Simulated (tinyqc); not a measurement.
Thermal displacements in the Debye model: Debye-Waller factors, bond-length spread and the Lindemann rule: one step, computed by the program tinyqc. Command: `OMP_NUM_THREADS=1 python tinyqc.py 3013374 3013375 out.jsonl debyewaller walk`. One thread of a shared host (Intel(R) Xeon(R) Processor @ 2.30GHz), about 0.01 s of CPU time with the checks.

A Debye spectrum with three branches of one velocity, cut at k_B Theta; 4 atoms per cube, nearest neighbours at d = 0.707107 a.

Question. Lindemann melting temperature. <u_x^2> = (3 hbar^2/(2 M k_B Theta)) int_0^1 s coth(s Theta/(2T)) ds (64 Gauss-Legendre points); it tends to 3 hbar^2/(4 M k_B Theta) at T = 0 and to 3 hbar^2 T/(M k_B Theta^2) at high T. Melting is placed where sqrt(3 <u_x^2>) = x_L d; the classical form gives T_m = M k_B Theta^2 (x_L d)^2/(9 hbar^2).

Inputs (values chosen for the exercise, modelled on copper): atomic mass M = 63.55 u; Debye temperature Theta = 330 K; lattice constant a = 3.615 angstrom; temperature T = 20 K; Lindemann ratio x_L = 0.11.

Structure: fcc.

<u_x^2> = 0.001776736 angstrom^2

Constants: hbar^2/u = 4.18015928e-03 eV angstrom^2; k_B = 8.617333262e-05 eV/K.

Give: Lindemann T_m; classical T_m; ratio sqrt(3 <u_x^2>)/d at T.

Answer.

Lindemann T_m = 1251 K

classical T_m = 1253 K

ratio sqrt(3 <u_x^2>)/d at T = 0.02856

The rule is empirical: x_L is fitted within a family of like crystals, and T_m goes as its square.
